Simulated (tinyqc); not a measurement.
Bottom-up copper filling of a trench by curvature-enhanced accelerator coverage: one step, computed by the program tinyqc.

A rectangular trench keeps vertical walls and a flat floor. An accelerator floats on the surface; where area is lost in the corners it is passed on to the floor.

Problem. Velocities. Kinetic current i_k = [i_0 (1 - theta) + i_1 theta] exp(alpha eta/(k_B T)), limit i_L = 2 F D C/delta, i = 1/(1/i_k + 1/i_L); velocity v = i Omega/(2F), Omega = 7.11 cm^3/mol, F = e N_A. Depletion inside the trench is ignored.

Inputs (values chosen for the exercise, close to those used for damascene copper plating): exchange current of the suppressed surface i_0 = 0.034 mA/cm^2; exchange current of the accelerated surface i_1 = 1.4 mA/cm^2; transfer coefficient alpha = 0.54; overpotential eta = 0.14 V; starting coverage theta_0 = 0.02; cupric ion concentration C = 0.38 mol/l; diffusivity D = 4.9e-06 cm^2/s; boundary layer delta = 28 um; temperature T = 298 K.

Constants: e = 1.602176634e-19 C; N_A = 6.02214076e+23 1/mol; k_B = 8.617333262e-05 eV/K.

Give: limiting current i_L; velocity at theta = 0; velocity at theta_0; velocity at theta = 1; ratio v(1)/v(theta_0).

Solution.

limiting current i_L = 128.3 mA/cm^2

velocity at theta = 0 = 0.2367 nm/s

velocity at theta_0 = 0.4252 nm/s

velocity at theta = 1 = 8.115 nm/s

ratio v(1)/v(theta_0) = 19.08
